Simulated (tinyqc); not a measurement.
Quantum against classical capture: non-radiative capture by multiphonon emission, one effective mode. Computed by tinyqc, a small Python program. Command: `OMP_NUM_THREADS=1 python tinyqc.py 3002985 3002986 out.jsonl capture walk`. One thread of a shared host (Intel(R) Xeon(R) Processor @ 2.30GHz), about 0.01 s of CPU time with the checks.

The initial state (free carrier plus empty centre) lies dE above the final state; both have the same frequency and are displaced by dQ.

Inputs (values chosen for the exercise, for a model semiconductor):
```
quantity                    value                   unit
energy released dE          0.424                     eV
phonon energy hbar omega     22.5                    meV
Huang-Rhys factor S          12.7                      -
electron-phonon coupling W  0.003  eV/(u^(1/2) angstrom)
cell volume V                1200             angstrom^3
degeneracy g                    2                      -
broadening b                   17                    meV
temperature T                  77                      K
```

Centre: neutral.

Constants: hbar^2/u = 4.18015928e-03 eV angstrom^2; k_B = 8.617333262e-05 eV/K; hbar = 6.582119569e-16 eV s.

Method:
- dQ = sqrt(2 S (hbar^2/u)/hbar omega); relaxation energy lambda = S hbar omega; phonons needed P = dE/hbar omega; classical barrier E_b = (dE - lambda)^2/(4 lambda); occupation n = 1/(exp(hbar omega/k_B T) - 1).
- M_p = sum_m w_m <m_i|Q|(m + p)_f>^2 with Q counted from the final minimum and Boltzmann weights w_m for m = 0..24; <m_i|Q|k_f> = sqrt((hbar^2/u)/(2 hbar omega)) [sqrt(k) <m|k-1> + sqrt(k+1) <m|k+1>], with overlaps of oscillators displaced by d = sqrt(2 S) summed on 1500 points from -16 to 16 + d.
- The delta function is a Gaussian of standard deviation b at dE - p hbar omega.
- C_0 = V (2 pi/hbar) g W^2 sum_p M_p Gaussian_p. Here the sum runs over all p.
- Classical (Marcus) form: replace the sum by Q_c^2 exp(-E_b/k_B T)/sqrt(4 pi lambda k_B T), Q_c = dQ (dE + lambda)/(2 lambda).
- For a neutral centre the Sommerfeld factor is 1.
- The last column is -k_B d ln C_0/d(1/T) from this row and the one above.

dQ = 2.17231 u^(1/2) angstrom

lambda = 0.28575 eV

classical barrier E_b = 0.0167218 eV

Against temperature:
```
T (K)  C_0, quantum (cm^3/s)  C_0, classical (cm^3/s)  Sommerfeld factor  activation energy (eV)
21                1.7108e-09               1.8065e-12                  1                       -
39                1.7138e-09               9.4318e-11                  1              7.0921e-06
65                1.7559e-09               5.3459e-10                  1              2.0365e-04
100               1.8932e-09               1.2254e-09                  1              1.2049e-03
160               2.1742e-09               2.0055e-09                  1              3.1805e-03
230               2.4050e-09               2.4195e-09                  1              4.5709e-03
370               2.5612e-09               2.6250e-09                  1              3.2955e-03
570               2.4978e-09               2.5423e-09                  1             -2.2798e-03
```

What does the comparison show, and why?

At 21.0 K the quantum value is 950 times the classical one: C_0 comes from tunnelling out of the lowest level and hardly depends on T. At 570 K the ratio is 0.98. The largest apparent activation energy is 0.005 eV against the classical barrier of 0.017 eV; a barrier below one phonon energy gives no activated range.

Extremes, crossings and ranges named in words are read from the listed rows.
